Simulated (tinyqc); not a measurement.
# Core-level spacing from the offsets

Problem. For an overlayer B on a substrate A, dEv = (iB - iA) - (cB - vB) + (cA - vA) in binding energies, and dEc + dEv = EgB - EgA. Find dEv and the spacing iB - iA that a thin film must show.

Parameters, values chosen for the exercise:
- EgA = 1.43 eV (gap of the substrate A)
- EgB = 4.35 eV (gap of the overlayer B)

dEc = 1.07 eV
cA - vA = 33.65 eV
cB - vB = 15.52 eV

Answer. The gaps give dEv, and the Kraut relation is solved for the spacing.

dEv = 1.8500 eV
iB - iA = -16.280 eV

Program tinyqc, `OMP_NUM_THREADS=1 python tinyqc.py 2410129 2410130 out.jsonl`; Intel Xeon 2.30GHz, shared host, one thread, about 0.01 s.
